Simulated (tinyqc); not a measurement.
Model-solid line-up of a strained alloy layer on a substrate, step by step. Values are carried at full precision from step to step, so a last printed digit may differ when a step is redone from the rounded ones.

All values of the alloy are linear in x but the gap, Eg(x) = (1 - x) Eg_A + x Eg_B - C x (1 - x), and the valence edge, Ev(x) = (1 - x) Ev_A + x Ev_B + fv C x (1 - x); Ec = Ev + Eg. Ev is the top of the unstrained valence band on a scale common to all materials. In the layer only the Gamma valley of the conduction band is followed, also where an X or L valley would lie lower.

Parameters, chosen for this exercise (A near GaAs, B near AlAs, substrate near GaAs; shifted at random, so the results belong to these values and not to a real crystal):
- a = (5.661, 5.667) angstrom (lattice constant of A, B)
- Eg = (1.504, 3.079) eV (gap at Gamma to the s-like level of A, B)
- Dso = (0.344, 0.282) eV (spin-orbit splitting of A, B)
- Ev = (-0.79, -1.32) eV (top of the unstrained valence band of A, B)
- ac = (-7.12, -5.58) eV (conduction deformation potential of A, B)
- av = (1.15, 2.44) eV (valence hydrostatic potential of A, B)
- b = (-2, -2.32) eV (tetragonal shear potential of A, B)
- d = (-4.83, -3.44) eV (trigonal shear potential of A, B)
- C11 = (123.7, 125.1) GPa (of A, B)
- C12 = (57.4, 53.8) GPa (of A, B)
- C44 = (59.5, 54.9) GPa (of A, B)
- C = 0.355 eV (bowing of the gap)
- fv = 0.3 (share of the bowing taken by the valence edge)
- x = 0.96 (fraction of B)
- a_s = 5.661 angstrom (substrate)
- face = 001 (growth face)
- Eg_s = 1.504 eV (lowest gap of the substrate)
- Ev_s = -0.79 eV (substrate valence edge)

## Values of the alloy

Interpolate.

Alloy at x (a in angstrom, C11, C12, C44 in GPa, all else in eV):

| symbol | value |
|---|---|
| a | 5.66676 |
| Eg | 3.00237 |
| Dso | 0.28448 |
| Ev | -1.29471 |
| ac | -5.64160 |
| av | 2.38840 |
| b | -2.30720 |
| d | -3.49560 |
| C11 | 125.04400 |
| C12 | 53.94400 |
| C44 | 55.08400 |

## Strain on the (001) substrate

Coherent growth on a (001) face: e_par = (a_s - a)/a, e_perp = -2 (C12/C11) e_par; exx = eyy = e_par, ezz = e_perp, no shear.

Use the values of the alloy.

e_par = -0.0010165
e_perp = 0.000877

strain tensor in the cubic axes:
```
           x          y         z
x  -0.001016   0.000000  0.000000
y   0.000000  -0.001016  0.000000
z   0.000000   0.000000  0.000877
```

The layer is under compression in the plane; its volume changes by -0.116 %.

## Strained band edges

Strained edges: Ec + ac tr(e); the valence edges are Ev plus the levels of the 6 x 6 matrix of X, Y, Z times spin with -Dso/3 + l exx + m (eyy + ezz) on the diagonal (cyclic), n exy off it, l = av + 2 b, m = av - b, n = sqrt(3) d. Spin-orbit term (Dso/3) L.sigma on X, Y, Z with (L_k)_ij = -i epsilon_kij: <X+|H|Y+> = -i Dso/3, <X+|H|Z-> = Dso/3, <Y+|H|Z-> = -i Dso/3, <Z+|H|X-> = -Dso/3, <Z+|H|Y-> = i Dso/3, <X-|H|Y-> = i Dso/3, and their conjugates; + and - are the spin along z.

Give the hydrostatic shifts, the strain block and the edges.

ac tr(e), av tr(e) (eV): 0.0065  -0.0028

strain block (eV), lower triangle:
```
        X       Y        Z
X  0.0016
Y       0  0.0016
Z       0       0  -0.0115
```

Ec and the three valence edges from the top (eV): 1.7142  -1.2931  -1.3017  -1.5821

strained gap = 3.0073 eV

Strain moves the gap by +5 meV: +9 meV from the volume and -4 meV from the splitting of the valence edge, which always raises the top.

## Offsets against the substrate material

dEc = Ec(substrate) - Ec(layer), dEv = Ev(layer) - Ev(substrate); positive values confine the carrier in the layer. Type I: both of one sign; type II: opposite signs; type III: the gaps do not overlap.

Give also the smallest gap across the interface, min Ec - max Ev.

dEc = -1.0002 eV
dEv = -0.5031 eV

type: I

smallest gap = 1.5040 eV

Both carriers collect in the substrate material; the conduction band takes 67 % of the gap difference. Where the alloy is indirect its X or L edge, left out, lies lower and changes dEc.

## Critical thickness (Matthews-Blakeslee, single layer)

h = K (ln(h/b) + 1) with K = b (1 - nu/4)/(4 pi |e_par| (1 + nu)) for 60-degree dislocations, b = a/sqrt(2) the Burgers vector (not the shear potential of the table), nu = C12/(C11 + C12). Iterate from h = 10 b until h changes by less than 1e-6 of itself.

b (Burgers vector) = 4.0070 angstrom
nu = 0.3014
K = 222.89 angstrom

first iterates (angstrom): 40.1  736.1  1384.9  1525.8  1547.4  1550.5

critical thickness = 155.10 nm

Thicker layers can relax, and the strained edges then no longer apply; metastable growth often exceeds this equilibrium value.

## Checks

- Valence edges against the closed form for (001) strain: they agree to 1e-10 or better.

Run: tinyqc, `OMP_NUM_THREADS=1 python tinyqc.py 1050568 1050569 out.jsonl`; Intel(R) Xeon(R) Processor @ 2.30GHz, one thread, shared host; about 0.02 s of CPU time with all checks.
